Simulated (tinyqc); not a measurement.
Worked calculation: Hubbard ring of 5 sites. Computed by tinyqc, a small Python program that keeps every step. Settings: hopping = 0.71, U = 11.2, mixing = 0.5, iteration cap = 59. Command: `OMP_NUM_THREADS=1 python tinyqc.py 31144 31145 out.jsonl` (the two numbers bound the seeds that draw the settings). One thread of a shared host (Intel(R) Xeon(R) Processor @ 2.60GHz), about 0.2 s of CPU time with the checks. Later iterations appear only in the table of the cycle.

## Mean-field iteration 1

one-body matrix (hopping and site energies) (eV), lower triangle:
```
           1          2          3          4          5
1   0.220000
2  -0.710000  -0.700000
3   0.000000  -0.710000   0.610000
4   0.000000   0.000000  -0.710000   0.860000
5  -0.710000   0.000000   0.000000  -0.710000  -0.090000
```

U = 11.200000 eV

electrons, up and down: 3  2

mixing = 0.500000

n(up) at the start (a guess, not normalised): 1 0.600000, 2 0.600000, 3 0.600000, 4 0.600000, 5 0.600000

n(down) at the start (a guess): 1 0.400000, 2 0.400000, 3 0.400000, 4 0.400000, 5 0.400000

H(up) = T + U n(down), H(down) = T + U n(up); fill the lowest levels; n(new) = n + mixing (n(out) - n); E = tr T (rho up + rho down) + U sum n_up n_down of the output.

levels, up (eV): 3.025455  3.899420  4.560591  5.619387  6.195147

levels, down (eV): 5.265455  6.139420  6.800591  7.859387  8.435147

energy = 11.508375 eV

n(up) after iteration 1: 1 0.572704, 2 0.704042, 3 0.557523, 4 0.520235, 5 0.645497

n(down) after iteration 1: 1 0.325464, 2 0.600887, 3 0.259082, 4 0.269438, 5 0.545129

## Mean-field iteration 2

As before.

levels, up (eV): 2.749734  3.557033  4.160277  6.291162  6.541795

levels, down (eV): 5.459082  6.292677  6.599005  8.036833  8.112403

energy = 15.895006 eV

n(up) after iteration 2: 1 0.726768, 2 0.418031, 3 0.743370, 4 0.715708, 5 0.396124

n(down) after iteration 2: 1 0.513379, 2 0.395783, 3 0.318593, 4 0.406792, 5 0.365453

## Mean-field iteration 3

As before.

levels, up (eV): 2.937926  3.660998  4.325599  5.954927  6.420550

levels, down (eV): 3.736553  4.162584  8.236492  8.656987  9.707385

energy = 15.915652 eV

n(up) after iteration 3: 1 0.442696, 2 0.659852, 3 0.786182, 4 0.489791, 5 0.621479

n(down) after iteration 3: 1 0.279588, 2 0.677946, 3 0.168716, 4 0.214426, 5 0.659324

## Convergence

Each step fills the lowest levels of T + U n(other spin) and sets n(new) = n + mixing (n(out) - n); stop when output and input agree to 1e-8.

Course of the cycle:
```
iteration       E (eV)  largest |n(out) - n(in)|  mean |n_up - n_down|
1          11.50837452                  4.02e-01              0.200000
2          15.89500641                  5.72e-01              0.239074
3          15.91565164                  5.88e-01              0.265920
4          17.39926437                  6.04e-01              0.313494
5          16.06603440                  5.86e-01              0.284960
6          16.93450505                  6.02e-01              0.340751
7          14.89545997                  6.00e-01              0.334399
8          12.33984099                  6.02e-01              0.509861
9           9.48774509                  6.14e-01              0.592996
10         10.32908823                  5.94e-01              0.611798
11          9.63954300                  6.17e-01              0.599742
...                ...                       ...                   ...
49          9.80751815                  6.06e-01              0.595061
50         10.73219772                  6.06e-01              0.593194
51          9.80751849                  6.06e-01              0.595061
52         10.73219819                  6.06e-01              0.593194
53          9.80751868                  6.06e-01              0.595061
54         10.73219846                  6.06e-01              0.593194
55          9.80751879                  6.06e-01              0.595061
56         10.73219861                  6.06e-01              0.593194
57          9.80751886                  6.06e-01              0.595061
58         10.73219870                  6.06e-01              0.593194
59          9.80751889                  6.06e-01              0.595061
```

Not converged within 59 iterations: the residual has stopped falling: the iteration swings between two states. The lowest mean-field energy found from random starts is 0.53771 eV. Reruns (cap 100 unless said): mixing 0.2: converged in 88 (E = 0.53771); mixing 0.9: not converged; the original settings with a cap of 400: not converged.

## Exact diagonalisation (100 states)

Lowest levels of the sector, and the double occupancy of the lowest state.

lowest levels (eV): 0.342733  0.344635  0.542152  0.576519  0.577692  0.740367

double occupancy per site = 0.009813

## The lowest level by Lanczos steps

From a random start vector (not printed): a_j = <q_j|H|q_j>, b_j = norm of the remainder after orthogonalising; the Ritz value is the lowest eigenvalue of the tridiagonal matrix of a and b so far.

Lanczos:
```
j    a_j (eV)  b_j (eV)  lowest Ritz value (eV)
1   12.342885  6.292563             12.34288519
2   15.535329  9.271878              7.44724521
3    9.851341  5.107677              1.53479468
4   16.974691  5.580837              0.71539187
5   17.293608  3.913438              0.60954869
6   13.247546  8.447308              0.60025852
7   11.184460  7.190516              0.58755567
8   12.809996  3.834739              0.47693066
9   17.619107  4.911346              0.40426171
10  15.126507  4.860876              0.39385133
```
